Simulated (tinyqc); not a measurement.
Gate sweep: ballistic transport through the one-dimensional subbands of a rectangular nanowire or nanosheet channel. Computed by tinyqc, a small Python program. Command: `OMP_NUM_THREADS=1 python tinyqc.py 3018465 3018466 out.jsonl wire walk`. One thread of a shared host (Intel(R) Xeon(R) Processor @ 2.30GHz), about 0.03 s of CPU time with the checks.

Hard walls, parabolic subbands, transport along x. Energies are counted from the bulk conduction band edge at the top of the barrier, which the gate pulls down by U; the source Fermi level lies at the bulk edge when U = 0.

Inputs (values chosen for the exercise, modelled on silicon):
```
quantity                      value  unit
light mass m_t                 0.19   m_0
heavy mass m_l                0.927   m_0
height a                          3    nm
width b                         4.9    nm
equivalent oxide thickness t    1.1    nm
drain voltage V_D              0.79     V
temperature T                   300     K
```

Valleys: silicon [100] wire.

Constants: hbar^2/(2 m_0) = 3.80998212 eV angstrom^2; k_B = 8.617333262e-05 eV/K; m_0 = 9.1093837015e-31 kg; k_B = 1.380649e-23 J/K; hbar = 1.054571817e-34 J s; eps_0 = 8.8541878128e-12 F/m; e = 1.602176634e-19 C; h = 6.62607015e-34 J s.

Method:
- E_pq = (hbar^2 pi^2/2)(p^2/(m_y b^2) + q^2/(m_z a^2)); valley pairs: (m_x, m_y, m_z) = (m_t, m_t, m_l), (m_t, m_l, m_t), (m_l, m_t, m_t), each with degeneracy g = 2; the 10 lowest subbands are kept.
- F_j(eta) = (1/Gamma(j + 1)) int_0^infinity x^j/(1 + exp(x - eta)) dx, F_0 = ln(1 + exp(eta)). Integrals over x = E/(k_B T) use 160 Gauss-Legendre points in u = sqrt(x) from 0 to sqrt(max(eta, 0) + 32).
- With degeneracy g = 2, eta_i = (U - E_i)/(k_B T) and u = e V_D/(k_B T): line density n = sum_i g sqrt(2 m_x k_B T/pi)/(2 hbar) [F_-1/2(eta_i) + F_-1/2(eta_i - u)]; gate: e n = C_ox (V_G - U/e), C_ox = 3.9 eps_0 2 (a + b)/t (flat-plate estimate); I = (2 e k_B T/h) sum_i g [F_0(eta_i) - F_0(eta_i - u)].
- Open modes are sum_i g/(1 + exp(-eta_i)). The last column is e dn/dV_G over C_ox, taken up to the next row.

Subbands:
```
valley axis  p  q  E (meV)  m_x (m_0)
z            1  1  127.500      0.190
y            1  1  236.795      0.190
z            1  2  262.714      0.190
y            2  1  287.480      0.190
x            1  1  302.329      0.927
y            3  1  371.953      0.190
z            2  1  374.785      0.190
z            1  3  488.070      0.190
y            4  1  490.216      0.190
z            2  2  509.999      0.190
```

Against the gate voltage:
```
V_G (V)  U (meV)    n (1/nm)  I (microampere)  open modes    C_g/C_ox
-0.170   -170.00  2.0864e-06       4.1203e-05  2.0570e-05  2.8871e-04
-0.073    -73.03  8.8782e-05       1.7535e-03  8.7523e-04  2.1592e-02
0.047      44.38  8.1100e-03       1.6143e-01  7.9065e-02  3.3377e-01
0.180     132.99  1.4553e-01       3.3393e+00  1.1627e+00  5.6374e-01
0.280     176.62  3.2005e-01       8.7725e+00  2.0310e+00  6.4664e-01
0.410     222.55  5.8029e-01       1.7937e+01  3.2804e+00  7.6043e-01
0.550     256.09  9.0987e-01       2.8544e+01  5.0032e+00  8.2573e-01
0.710     283.98  1.3189e+00       4.1290e+01  6.8227e+00  8.5603e-01
0.880     308.45  1.7694e+00       5.5745e+01  8.3968e+00  8.6809e-01
1.100     337.47  2.3606e+00       7.6484e+01  1.0006e+01           -
```

What does the comparison show, and why?

Between the first two rows the current rises one decade per 60 mV, against the limit ln(10) k_B T/e = 60 mV. Above threshold C_g/C_ox lies between 0.56 and 0.87: the quantum capacitance in series costs a visible part.

Extremes, crossings and ranges named in words are read from the listed rows.
